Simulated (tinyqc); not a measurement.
# Series resistance and length offset from two lengths at two overdrives

Problem. In strong inversion R W = Rsd + k(x)(L - dL), k(x) = (1 + th1 x)/(mu0 Cox x), x the overdrive, Cox = eps0 eox/tox, with Rsd and dL independent of x. Find dL, Rsd, mu0 and th1.

Inputs (values chosen for the exercise): relative permittivity of the gate insulator (close to hafnium oxide) eox = 21.8; insulator thickness tox = 9 nm.

Constants: eps0 = 8.8541878128e-14 F/cm where lengths are in cm. Results are converted to the units shown.

total resistance times width (ohm um):

|  | L = 0.059 um | L = 0.93 um |
|---|---|---|
| overdrive 0.53 V | 299.305696 | 3126.37659 |
| overdrive 1.1 V | 237.628801 | 1896.86110 |

Solution. At each overdrive R W is a straight line in L; the two lines cross at L = dL, R W = Rsd. Their slopes give k x = (1 + th1 x)/(mu0 Cox), a straight line in x.

dL = 0.0130 um
Rsd = 150 ohm um
mu0 = 340 cm^2/(V s)
th1 = 0.480 1/V

Numbers from tinyqc (`OMP_NUM_THREADS=1 python tinyqc.py 2210030 2210031 out.jsonl`; about 0.01 s on one thread of a shared Intel Xeon 2.30GHz).
